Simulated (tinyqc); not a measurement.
Comparisons within one model: static screening by free carriers. A value that a table varies takes the place of the one given here.

kF = (3 pi^2 n/Mv)^(1/3), EF = c kF^2/m with c = hbar^2/2m0, n in 1/angstrom^3 (1e-24 per 1/cm^3), e2 = e^2/(4 pi eps0). Thomas-Fermi: qTF^2 = 6 pi e2 n/(eps EF). Debye: qD^2 = 4 pi e2 n/(eps kB T).

F_j(eta) = (1/Gamma(j + 1)) integral_0^infinity x^j dx/(1 + exp(x - eta)), which tends to exp(eta) for eta << 0.

At finite T: qs^2 = qD^2 F_-1/2(eta)/F_1/2(eta), where n = Mv N F_1/2(eta) and N = 2 (m kB T/(4 pi c))^(3/2) with c = hbar^2/2m0, in 1/angstrom^3; times 1e24 for 1/cm^3.

Donor in the screened potential -(e2/eps) exp(-qs r)/r with the trial function exp(-r/a): E(a) = c/(m a^2) - (e2/eps) 4/(a (2 + qs a)^2), e2 = e^2/(4 pi eps0), c = hbar^2/2m0; isotropic mass.

Lindhard at zero temperature: eps(q)/eps = 1 + (qTF/q)^2 L(x), x = q/(2 kF), L(x) = 1/2 + ((1 - x^2)/(4x)) ln|(1 + x)/(1 - x)|.

Constants: hbar^2/2m0 = 3.80998211 eV angstrom^2; e^2/(4 pi eps0) = 14.39964547 eV angstrom; kB = 8.617333262e-05 eV/K; a0 (Bohr radius) = 0.5291772105 angstrom.

Values chosen for the exercise (near those of GaN; not measured data): m = 0.201 m0 (mass of one isotropic valley); Mv = 1 (valleys); eps = 9.53 (background dielectric constant); T = 200 K; n = 1.7e+16 1/cm^3 (carrier density).

## Screening unbinds the donor

All carriers n are taken as free and screen with qs(T); E(a) is minimised over a; a dash marks no bound state. aB = a0 eps/m.

Donor level:

| n (1/cm^3) | n^(1/3) aB | qs aB | E (meV) | a/aB |
|---|---|---|---|---|
| 5.0e+14 | 0.020 | 0.019 | -29.01 | 1.000 |
| 4.0e+15 | 0.040 | 0.053 | -27.06 | 1.002 |
| 2.0e+16 | 0.068 | 0.117 | -23.62 | 1.009 |
| 6.0e+16 | 0.098 | 0.202 | -19.58 | 1.025 |
| 2.0e+17 | 0.147 | 0.362 | -13.19 | 1.077 |
| 4.0e+17 | 0.185 | 0.499 | -8.85 | 1.144 |
| 1.0e+18 | 0.251 | 0.736 | -3.39 | 1.344 |
| 3.0e+18 | 0.362 | 1.073 | - | - |

aB = 25.1 angstrom

The level rises from -29.01 meV at the lowest density to -3.39 meV at 1e+18 1/cm^3, against -30.11 meV unscreened. The trial function finds no bound state from 3e+18 1/cm^3 on, where qs aB = 1.07 and n^(1/3) aB = 0.36. This trial function loses binding at qs aB = 1 and the exact Yukawa problem at 1.19; the Mott rule of thumb is n^(1/3) aB = 0.26.

## From Debye to Thomas-Fermi

Screening lengths (angstrom):

| n (1/cm^3) | eta | Debye | Thomas-Fermi | finite T |
|---|---|---|---|---|
| 4.0e+15 | -5.73 | 476.4 | 63.35 | 476.6 |
| 2.0e+16 | -4.11 | 213.0 | 48.44 | 213.6 |
| 1.0e+17 | -2.48 | 95.27 | 37.04 | 96.63 |
| 5.0e+17 | -0.76 | 42.61 | 28.33 | 45.53 |
| 2.0e+18 | 1.05 | 21.30 | 22.48 | 26.52 |
| 6.0e+18 | 3.20 | 12.30 | 18.72 | 19.57 |
| 2.0e+19 | 7.65 | 6.737 | 15.32 | 15.43 |
| 7.0e+19 | 17.83 | 3.601 | 12.43 | 12.45 |

Debye is within 5 % of the finite-T length up to 1e+17 1/cm^3 of the densities listed and Thomas-Fermi from 6e+18 on. The length goes as n^-0.50 at the low end and n^-0.17 at the high end, against the limits -1/2 and -1/6. Both limits give too short a length.

## Static response in three, two and one dimensions

kF = 0.00795469 1/angstrom
qTF = 0.0200917 1/angstrom

x = q/(2 kF). Response over its long-wave value: L3 as above; L2 = 1 for x <= 1 and 1 - sqrt(1 - 1/x^2) beyond; L1 = ln|(1 + x)/(1 - x)|/(2x).

Response:

| x | L3 | L2 | L1 | eps(q)/eps, Lindhard 3D | Thomas-Fermi |
|---|---|---|---|---|---|
| 0.099 | 0.997 | 1.000 | 1.003 | 163.2 | 163.7 |
| 0.296 | 0.970 | 1.000 | 1.031 | 18.66 | 19.20 |
| 0.494 | 0.914 | 1.000 | 1.096 | 6.975 | 7.535 |
| 0.691 | 0.821 | 1.000 | 1.230 | 3.743 | 4.340 |
| 0.888 | 0.668 | 1.000 | 1.591 | 2.351 | 3.023 |
| 0.967 | 0.569 | 1.000 | 2.114 | 1.970 | 2.706 |
| 1.007 | 0.480 | 0.882 | 2.810 | 1.755 | 2.573 |
| 1.086 | 0.368 | 0.610 | 1.468 | 1.498 | 2.352 |
| 1.283 | 0.237 | 0.374 | 0.814 | 1.230 | 1.969 |
| 1.579 | 0.147 | 0.226 | 0.473 | 1.094 | 1.640 |
| 2.171 | 0.074 | 0.112 | 0.229 | 1.025 | 1.338 |

Next to x = 1 the table has L3 = 0.569 and 0.480, L2 = 1.000 and 0.882, L1 = 2.114 and 2.810: an infinite slope in 3D, a kink in 2D and a logarithmic peak in 1D, where the whole Fermi surface is joined by 2 kF. These features give Friedel oscillations of period pi/kF = 395 angstrom at zero temperature; they wash out once kT nears EF, so this table, for T = 0, describes the gas only where EF is well above kT. Thomas-Fermi overstates eps(q) by 8.0 % at x = 0.494 and by 49.9 % at x = 1.579.

## What sets the screening length

All results formed anew. Each row changes one parameter from the base and keeps the others.

Results:

| case | Debye (angstrom) | Thomas-Fermi (angstrom) | finite T (angstrom) |
|---|---|---|---|
| base | 231.1 | 49.77 | 231.6 |
| n = 3.4e+16 1/cm^3 | 163.4 | 44.34 | 164.2 |
| m = 0.2613 m0 | 231.1 | 43.65 | 231.4 |
| eps = 11.436 | 253.1 | 54.52 | 253.7 |
| T = 260 K | 263.5 | 49.77 | 263.9 |
| Mv = 2 | 231.1 | 39.50 | 231.4 |

The largest shifts from the base row, up to three for each result and ties (the steps differ in size, so this ranks the rows, not the parameters). Debye (angstrom): n -67.7, T +32.4, eps +22.1; unchanged at the printed digits by m and Mv. Thomas-Fermi (angstrom): Mv -10.3, m -6.12, n -5.43; unchanged at the printed digits by T. finite T (angstrom): n -67.4, T +32.3, eps +22.1.

Program tinyqc; command `OMP_NUM_THREADS=1 python tinyqc.py 1652141 1652142 out.jsonl`; about 0.01 s on one thread of a shared Intel(R) Xeon(R) Processor @ 2.30GHz.
